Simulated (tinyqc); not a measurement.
What each parameter does: three-band (Emery) model of a CuO2 plane downfolded to one band.

Electron picture, d at 0 and the oxygen p orbitals at -D; sx = sin(kx a/2), sy = sin(ky a/2). H = [[0, 2 tpd sx, -2 tpd sy], [., -D, -4 tpp sx sy], [., ., -D]], real and symmetric. The top (antibonding) band crosses the Fermi level.

Inputs chosen for the exercise (out of a larger set: of the size used for cuprate planes; not measured data):
- D = 1.5 eV (ed - ep)
- tpd = 1.37 eV (d-p hopping)
- tpp = 0.64 eV (p-p hopping)

Top band at (1,1), (1,0) and (1/2,1/2) in pi/a, and its d weight at (1/2,1/2).

One parameter was then changed.

Results before and after:

| case | E(1,1) (eV) | E(1,0) (eV) | E(1/2,1/2) (eV) | d weight |
|---|---|---|---|---|
| base | 4.4410 | 2.0908 | 2.6322 | 0.5201 |
| changed | 4.5269 | 2.1469 | 2.7052 | 0.5064 |

Which of these changes was made? (a) D = 1.35 eV; (b) tpp = 0.576 eV; (c) tpd = 1.507 eV.
Answer: (a) D = 1.35 eV. Of the candidates, run in turn, only this one gives the changed row.

All candidates:

| case | E(1,1) (eV) | E(1,0) (eV) | E(1/2,1/2) (eV) | d weight |
|---|---|---|---|---|
| base | 4.4410 | 2.0908 | 2.6322 | 0.5201 |
| D = 1.35 eV | 4.5269 | 2.1469 | 2.7052 | 0.5064 |
| tpd = 1.507 eV | 4.8253 | 2.3559 | 2.9060 | 0.5182 |
| tpp = 0.576 eV | 4.2977 | 2.0908 | 2.5715 | 0.5317 |

At (1,0) sy = 0, so tpp does not enter.

Run: tinyqc, `OMP_NUM_THREADS=1 python tinyqc.py 1482544 1482545 out.jsonl`; Intel(R) Xeon(R) Processor @ 2.30GHz, one thread, shared host; about 0.06 s of CPU time with all checks.
